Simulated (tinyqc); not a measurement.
# Changing the stacking-fault energy gamma

Model: straight dislocations in isotropic elasticity: fields, energies, partials, Peierls stress and walls. Computed by tinyqc, a small Python program. Command: `OMP_NUM_THREADS=1 python tinyqc.py 3025304 3025305 out.jsonl disloc sweep`. One thread of a shared host (Intel(R) Xeon(R) Processor @ 2.30GHz), about 0.01 s of CPU time with the checks.

The line runs along z, the glide plane is y = 0, and beta is the angle between b and the line (0 screw, 90 degrees edge): b_e = b sin(beta) along +x with the extra half plane at y > 0, b_s = b cos(beta). Stress is positive in tension.

Inputs (values chosen for the exercise, for a model fcc or diamond crystal): shear modulus G = 78 GPa; Poisson ratio nu = 0.206; Burgers vector b = 3.758 angstrom.

Character: edge.

Method. Shockley partials have b_p = b/sqrt(3) at the angles beta -/+ 30 degrees; their repulsion balances the fault at d = G b_p^2/(8 pi gamma) (2 - nu)/(1 - nu) [1 - 2 nu cos(2 beta)/(2 - nu)].

One run for each value:

| stacking-fault energy gamma (mJ/m^2) | splitting width d (nm) | d/b |
|---|---|---|
| 10 | 40.591 | 108.01 |
| 16 | 25.370 | 67.51 |
| 26 | 15.612 | 41.54 |
| 43 | 9.440 | 25.12 |
| 70 | 5.799 | 15.43 |
| 110 | 3.690 | 9.82 |
| 180 | 2.255 | 6.00 |
| 300 | 1.353 | 3.60 |

Describe and explain the trends.

Over the rows, splitting width d (nm) falls from 40.6 to 1.35 (exponent d ln y / d ln x about -1.0 throughout); d/b falls from 108 to 3.60 (exponent d ln y / d ln x about -1.0 throughout). The exponent of splitting width d stays at -1: repulsion falls as 1/d.
